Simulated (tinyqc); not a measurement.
Thickness of the film: ellipsoidal valleys in the axes of a wafer and a channel.

Valleys with axes a along x, y and z, two valleys each; inverse mass tensor w = 1/mt + (1/ml - 1/mt) a a. Device axes: z = nz/|nz|, x = nx/|nx|, y = z cross x; in them a = (ax, ay, az). Confinement mass mz = 1/w_zz. In the plane w_ij is replaced by u_ij = w_ij - w_iz w_jz/w_zz (i, j = x, y); density-of-states mass md = 1/sqrt(det u); conductivity mass along x mc = 1/u_xx; ballistic transport mass mx = u_yy/det u, width mass my = 1/u_yy.

Hard walls: E_n = c (n pi/t)^2/mz, c = hbar^2/2m0, n = 1, 2, 3. Non-degenerate share of a valley proportional to md sum_n exp(-E_n/kT); mean 1/mc = sum of share/mc. 1 nm = 10 angstrom.

Constants: hbar^2/2m0 = 3.80998211 eV angstrom^2; kB = 8.617333262e-05 eV/K.

Parameters, chosen for this exercise (near those of the Delta valleys of Si; shifted at random, so the results belong to these values and not to a real crystal):
- ml = 0.917 m0 (longitudinal mass)
- mt = 0.193 m0 (transverse mass)
- nz = (0, 0, 1) (surface normal (confinement))
- nx = (1, 1, 0) (channel direction)
- T = 400 K (temperature)

Share of the lowest ladder and mean conductivity mass.

Results:
```
t (nm)  lowest E1 (meV)  spread of E1 (meV)  share of the lowest ladder  mean mc
2.0               102.5               384.6                       1.000   0.1930
3.0                45.6               170.9                       0.971   0.1952
4.0                25.6                96.1                       0.806   0.2090
5.0                16.4                61.5                       0.633   0.2257
7.0                 8.4                31.4                       0.473   0.2436
10.0                4.1                15.4                       0.385   0.2549
14.0                2.1                 7.8                       0.317   0.2643
```

What does the comparison show?

The spread falls as 1/t^2 and passes kT = 34.5 meV between t = 5 and 7 nm; the share of the lowest ladder goes from 1.000 to 0.317 and the mean mass goes from 0.1930 to 0.2643, against 0.2619 for equal shares, the limit of a thick film (the bulk value 3/(1/ml + 2/mt) is 0.2619). Three subbands a valley become too few once E3 nears kT.

Run: tinyqc, `OMP_NUM_THREADS=1 python tinyqc.py 1880689 1880690 out.jsonl`; Intel(R) Xeon(R) Processor @ 2.30GHz, one thread, shared host; about 0.01 s of CPU time with all checks.
